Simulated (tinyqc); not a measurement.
## On-chip interconnect, size-dependent resistivity and RC delay: delay against the space to the neighbouring lines

A rectangular line between two neighbours and two ground planes. Surface and grain-boundary scattering are added to the bulk resistivity as corrections; capacitances are parallel-plate values without fringing; inductance is ignored.

Metal width x = wd - 2 tl, height y = AR wd - tl; grain boundaries (Mayadas-Shatzkes): al = (lam/(gr x)) Rg/(1 - Rg), g = 1/[1 - 3 al/2 + 3 al^2 - 3 al^3 ln(1 + 1/al)] - 1; surfaces (Fuchs-Sondheimer, thick limit): s = (3/8) lam (1 - ps)(1/x + 1/y); rho = rho0 (1 + g + s); r = rho/(x y); c = eps0 ek (2 wd/hd + 2 Mf AR wd/sp). Elmore delay tE = Rd (c Lw + Cl) + r Lw (c Lw/2 + Cl); t50 is the time at which the far end of a ladder of 30 pi sections (half capacitances at both ends, Cl at the far end, a step applied through Rd) reaches half the step; line share r Lw/(Rd + r Lw); estimate 0.69 Rd (c Lw + Cl) + 0.38 r c Lw^2 + 0.69 r Lw Cl.

Parameters, values chosen for the exercise; metal values close to those of tungsten: bulk resistivity rho0 = 5.19 uohm cm; bulk mean free path lam = 15.2 nm; specular share of surface scattering ps = 0.2; reflection coefficient of grain boundaries Rg = 0.35; grain size over the metal width gr = 2; drawn line width wd = 32 nm; aspect ratio, height over width AR = 1.5; liner on both walls and the bottom, not conducting tl = 1 nm; dielectric height to the planes above and below hd = 35 nm; relative permittivity of the dielectric ek = 2.7; Miller factor of the neighbours Mf = 2; line length Lw = 71 um; driver resistance Rd = 13000 ohm; load capacitance Cl = 1.5 fF.

Constants: eps0 = 8.8541878128e-12 F/m. Results are converted to the units shown.

The same in every row: rho (uohm cm) = 7.508; r (ohm/um) = 53.24; line share of the resistance (%) = 22.53.

Result of one run:
```
sp (nm),c (fF/um),tE (ps),t50 (ps),estimate (ps)
22,0.2524,292.0,206.3,203.8
```

What becomes of these results when the space to the neighbouring lines sp is changed from 22 to 16 nm, all else the same?

Result of the changed run:
```
sp (nm),c (fF/um),tE (ps),t50 (ps),estimate (ps)
16,0.3306,374.7,264.7,261.6
```

The whole series:
```
sp (nm),c (fF/um),tE (ps),t50 (ps),estimate (ps)
16,0.3306,374.7,264.7,261.6
22,0.2524,292.0,206.3,203.8
31,0.1918,227.9,161.1,159.1
43,0.1505,184.2,130.2,128.5
60,0.1202,152.3,107.7,106.2
83,0.09902,129.9,91.82,90.53
120,0.08196,111.8,79.07,77.93
160,0.07240,101.7,71.92,70.86
```

As sp goes from 16 to 160, r stays at 53.2 ohm/um, c falls from 0.331 to 0.0724 fF/um and t50 falls from 265 to 71.9 ps. t50/tE stays at 0.707, and the estimate is within 1.5 % of t50.

tinyqc, about 0.01 s, one thread, Intel Xeon 2.30GHz (shared host): `OMP_NUM_THREADS=1 python tinyqc.py 2100165 2100166 out.jsonl`
